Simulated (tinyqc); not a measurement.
Admittance spectroscopy of a deep trap: two steps of the calculation.

Schottky contact on an n-type layer with shallow donors Nd (all ionised) and a donor-like deep trap, neutral when filled and positive when empty; depletion approximation. Traps within lam of the depletion edge stay filled. The traps at xt = W - lam, where the level crosses the Fermi level, follow a slow signal and not a fast one. w = 2 pi f.

Parameters, values chosen for the exercise; material values close to those of silicon:
```
symbol    value   unit                                      meaning
eps_r      11.9                               relative permittivity
Nc      2.85e19  cm^-3   conduction-band density of states at 300 K
vth       2.3e7   cm/s                    thermal velocity at 300 K
Nd       3.1e15  cm^-3                        shallow donor density
Vbi        0.64      V                             built-in voltage
Et         0.43     eV  depth of the trap below the conduction edge
sn      1.1e-17   cm^2                        capture cross-section
Nt       1.2e15  cm^-3                                 trap density
Vr            0      V                                 reverse bias
f         2.1e5     Hz                             signal frequency
T           472      K                                  temperature
```

Constants: q = 1.602176634e-19 C, kB = 1.380649e-23 J/K, eps0 = 8.8541878128e-14 F/cm where lengths are in cm. Results are converted to the units shown.

Question 1. Widths and limiting capacitances. lam = sqrt(2 eps0 eps_r (EF - ET)/(q Nd)), EF - ET = Et - (kB T/q) ln(Nc(T)/Nd), Nc(T) = Nc (T/300 K)^1.5. In the steady state at the band bending V, 2 eps0 eps_r V/q = Nd W^2 + Nt (W - lam)^2 (the second term only if W > lam). V = Vbi + Vr. C_HF = eps0 eps_r/W, C_LF = eps0 eps_r (Nd + Nt)/(Nd W + Nt xt).

Find: lam; W; xt; C_HF; C_LF.

Answer 1.

lam = 115.0 nm
W = 471.5 nm
xt = 356.6 nm
C_HF = 22.35 nF/cm^2
C_LF = 23.98 nF/cm^2

The step is 7.30 % of C_HF.

Question 2. Admittance at the signal frequency. Emission rate en = sn vth(T) Nc(T) exp(-Et/kB T) = sn g T^2 exp(-Et/kB T), g = vth Nc/(300 K)^2, as vth goes as T^0.5 and Nc as T^1.5 (degeneracy factor 1). Inflection frequency w0 = 2 en [1 + Nt xt/(Nd W)]; C = C_HF + (C_LF - C_HF)/(1 + (w/w0)^2), G/w = (C_LF - C_HF)(w/w0)/(1 + (w/w0)^2).

W = 471.51679 nm
xt = 356.55351 nm
C_HF = 22.345935 nF/cm^2
C_LF = 23.977396 nF/cm^2

Wanted: en; w0/(2 pi); C; G/w.

Answer 2.

en = 4.5739e5 1/s
w0/(2 pi) = 1.8821e5 Hz
C = 23.073 nF/cm^2
G/w = 0.81086 nF/cm^2

The signal lies near the inflection, where the loss is largest.

Numbers from tinyqc (`OMP_NUM_THREADS=1 python tinyqc.py 2050095 2050096 out.jsonl`; about 0.01 s on one thread of a shared Intel Xeon 2.30GHz).
